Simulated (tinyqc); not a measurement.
# Changing the residual resistivity rho_0

Model: Bloch-Grueneisen resistivity of a metal. Computed by tinyqc, a small Python program. Command: `OMP_NUM_THREADS=1 python tinyqc.py 3028961 3028962 out.jsonl bg sweep`. One thread of a shared host (Intel(R) Xeon(R) Processor @ 2.30GHz), about 0.01 s of CPU time with the checks.

Electrons scatter from a Debye spectrum of phonons (n = 5 for scattering within one band, n = 3 for scattering into a second, heavy band) and from static defects.

Inputs (values chosen for the exercise, modelled on silver): exponent n = 5; Debye temperature Theta = 228 K; transport coupling lambda_tr = 0.11; Drude plasma energy hbar w_p = 8.6 eV; temperature T = 77 K.

Addition: none.

Constants: k_B = 1.380649e-23 J/K; hbar = 1.054571817e-34 J s; eps_0 = 8.8541878128e-12 F/m; hbar = 6.582119569e-16 eV s; k_B = 8.617333262e-05 eV/K.

Method:
- J_n(y) = int_0^y x^n e^x/(e^x - 1)^2 dx, by 96 Gauss-Legendre points (upper limit at most 60).
- rho_ph = (n - 1) rho_1 (T/Theta)^n J_n(Theta/T), with rho_1 = 2 pi lambda_tr k_B Theta/(hbar eps_0 w_p^2), the high-temperature line at T = Theta.
- Matthiessen's rule: rho = rho_0 + rho_ph.
- Temperature coefficient (1/rho) d rho/dT by a central difference of +/- 0.5 K; residual ratio rho(295 K)/rho(4.2 K); scattering time tau = 1/(eps_0 w_p^2 rho); Wiedemann-Franz kappa = L_0 T/rho, L_0 = (pi^2/3)(k_B/e)^2.

One run for each value; columns: (1) residual resistivity rho_0 (microohm cm); (2) temperature coefficient (1e-3/K); (3) residual resistance ratio; (4) resistivity rho (microohm cm):
```
(1)        (2)         (3)     (4)
0.002   23.650  8.5472e+02   0.296
0.0073  23.234  2.3502e+02   0.301
0.026   21.876  6.6714e+01   0.320
0.095   17.995  1.8986e+01   0.389
0.35    10.869  5.8819e+00   0.644
1.3      4.391  2.3144e+00   1.594
17       0.405  1.1005e+00  17.294
60       0.116  1.0285e+00  60.294
```

Give the missing row, residual resistivity rho_0 (microohm cm) = 4.6.

Computed row; columns: (1) residual resistivity rho_0 (microohm cm); (2) temperature coefficient (1e-3/K); (3) residual resistance ratio; (4) resistivity rho (microohm cm):
```
(1)    (2)         (3)    (4)
4.6  1.430  1.3714e+00  4.894
```

Interpolating between the two neighbouring rows (the first column on a logarithmic scale, the others too where they are positive) misses most in residual resistance ratio, by 17 %. Over the rows, temperature coefficient (1e-3/K) falls from 23.7 to 0.116 (exponent d ln y / d ln x -0.014 between the first rows and -0.99 between the last); residual resistance ratio falls from 855 to 1.03 (exponent d ln y / d ln x -1.00 between the first rows and -0.054 between the last); resistivity rho (microohm cm) rises from 0.296 to 60.3 (exponent d ln y / d ln x 0.014 between the first rows and 0.99 between the last). At the low end the exponent of residual resistance ratio is -1.00, close to -1: a clean metal, where the ratio is rho(295 K)/rho_0. The product rho times the coefficient, d rho/dT, stays at 7.00 nanoohm cm/K: Matthiessen's rule keeps it fixed.

Caution (rows 0.00200, 0.00730, 0.0260, 0.0950, 0.350): below about Theta/2 small-angle phonon scattering degrades heat flow more than charge flow, so a thermal conductivity taken from rho by the Wiedemann-Franz law would be too high.
